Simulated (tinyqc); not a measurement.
Undoped gate-all-around wire MOSFET, analytic charge model: course of the iteration: charge at the source by substitution.

An undoped round wire of radius R under an insulator shell and a surrounding gate; long channel, electrons only, n = ni exp((psi - V)/Vt) with V the quasi-Fermi potential (0 at the source, Vd at the drain), constant mobility, no quantisation. The radial Poisson equation gives n(r) = n(0)/(1 - (1 - b) r^2/R^2)^2 with b = Q0/(Q + Q0). Q is the electron charge per area of the wire surface.

With V = 0: u = Vg - V0 - Q/Cox, then Q(new) = (Q0/2)[sqrt(1 + 4 exp(u/Vt)) - 1], the root of Vt ln[(Q/Q0)(1 + Q/Q0)] = u.

Stop when Q changes by less than 1e-8 nC/cm^2, or after 30 iterations.

Parameters, values chosen for the exercise:

| symbol | value | unit | meaning |
|---|---|---|---|
| T | 273 | K | temperature |
| Vg | 0.35 | V | gate voltage |

Constants: q = 1.602176634e-19 C, kB = 1.380649e-23 J/K, Vt = kB T/q. Results are converted to the units shown.

Q at the start = 0 nC/cm^2
Cox = 1.54830 uF/cm^2
Q0 = 50.8246 nC/cm^2
V0 = 0.411737 V

Course of the iteration:
```
iteration  Q (nC/cm^2)  |change| (nC/cm^2)
1              3.45016                3.45
2              3.15549               0.295
3              3.17970              0.0242
4              3.17770             1.99e-3
5              3.17787             1.64e-4
6              3.17785             1.35e-5
7              3.17785             1.12e-6
8              3.17785             9.20e-8
9              3.17785             7.58e-9
```

Did this iteration meet its convergence test, and what does its course show?

Yes. Converged in 9 iterations. At the end each change is about 0.082 times the one before, with alternating sign: linear convergence.

Program tinyqc, `OMP_NUM_THREADS=1 python tinyqc.py 2460164 2460165 out.jsonl`; Intel Xeon 2.30GHz, shared host, one thread, about 0.02 s.
